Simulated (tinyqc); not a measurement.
Worked calculation: Wannier function of the lower band of a two-orbital chain. Values are carried at full precision from step to step, so a last printed digit may differ when a step is redone from the rounded ones.

H(k) = [[-d/2 - 2 ta cos k, -t1 - t2 exp(-ik)], [-t1 - t2 exp(ik), d/2 - 2 tb cos k]], k in 1/a, Bloch sums with exp(ikR) and without the positions inside the cell. Mesh k_j = 2 pi j/N. Projection gauge: each lower eigenvector u is multiplied by the phase that makes <trial|u> real and positive (the one-band case of Loewdin orthogonalisation). Wannier amplitudes w(R) = (1/N) sum_k exp(ikR) u(k); hoppings H(R) = (1/N) sum_k exp(-ikR) E(k).

Values chosen for the exercise: d = 0.78 eV (A at -d/2, B at +d/2); t1 = 1.38 eV (A-B in the cell); t2 = 1.65 eV (B to A of the next cell); ta = -0.1 eV (A-A between cells); tb = 0.33 eV (B-B between cells); N = 4 (k points); th = 45 degrees (trial orbital cos(th) A + sin(th) B in cell 0); xb = 0.66 a (position of B (A at 0)); a = 4.9 angstrom (period); kq = 2.81 1/a (point off the mesh).

## Bloch states in the projection gauge

Diagonalise at each mesh point and fix the phase.

Mesh:
```
j  E lower (eV)  E upper (eV)               u_A               u_B  |<trial|u>|
0       -3.2603        2.8003           0.70242           0.71176       1.0000
1       -2.1861        2.1861  0.70844-0.29548i  0.56876+0.29548i       0.9031
2       -0.6333        1.0933           0.98738          -0.15837       0.5862
3       -2.1861        2.1861  0.70844+0.29548i  0.56876-0.29548i       0.9031
```

The projection is smallest at j = 2 (0.5862); the gauge is smooth as long as it stays away from zero.

## The Wannier function

w(R) = (1/N) sum_j exp(2 pi i j R/N) u_j, for the N cells nearest the origin; it is real.

Amplitudes:
```
R      on A     on B
-1  -0.2190   0.3653
0    0.7767   0.4227
1    0.0765   0.0698
2    0.0682  -0.1460
```

norm = 1.0000

Cell 0 holds 78.2 % of the weight.

## Centre and spread in real space

Point-like orbitals at R (A) and R + xb (B): centre <x>, spread <x^2> - <x>^2.

centre in units of a = 0.105
centre in angstrom = 0.513
spread = 7.661 angstrom^2

## The same from overlaps (Marzari-Vanderbilt)

b = 2 pi/N; M_j = u_j^+ diag(1, exp(-i b xb)) u_(j+1), with u_N = u_0. Centre = -(1/2 pi) sum arg M_j; gauge-invariant part Omega_I = (1/(N b^2)) sum (1 - |M_j|^2); gauge-dependent part Omega_D = (1/(N b^2)) sum (arg M_j + b centre)^2.

Overlaps:
```
j   |M_j|  arg M_j (rad)
0  0.9921        -0.4696
1  0.7975         0.5154
2  0.7975         0.5154
3  0.9921        -0.4696
```

centre from overlaps = -0.015 a
Omega_I = 0.0769 a^2
Omega_D = 0.0983 a^2

The centre is the Berry phase over 2 pi and does not depend on the trial orbital (modulo a). Omega_D is 56.1 % of the total; in one dimension a gauge that spreads the phase evenly removes it. The total is 0.1752 a^2, against 0.3293 a^2 (centre 0.003 a) in real space on 96 cells. The overlaps are finite differences in k, which are coarse on this mesh, and the function does not fit into N cells.

## Hoppings and interpolation

H(R) = (1/N) sum_j E_j cos(2 pi j R/N) for R = 0 to N/2. Interpolation: E(k) = H(0) + 2 sum H(R) cos(kR), the term R = N/2 of an even mesh counted once.

H(0), H(1), ... (eV): [-2.0664, -0.6567, 0.1197]

interpolated E(kq) = -0.7302 eV

The exact value is -0.7600 eV; the interpolation is off by +29.8 meV. Though the chain has short hoppings, the single band has longer ones, made by paths through the other orbital, which the tails of the Wannier function carry.

## Checks

- Centre from overlaps against the real-space centre on 200 points: 0.003029 against 0.003037.
- Omega_I + Omega_D against the real-space spread on 200 points: both 0.329.

Program tinyqc; command `OMP_NUM_THREADS=1 python tinyqc.py 1480941 1480942 out.jsonl`; about 0.2 s on one thread of a shared Intel(R) Xeon(R) Processor @ 2.30GHz.
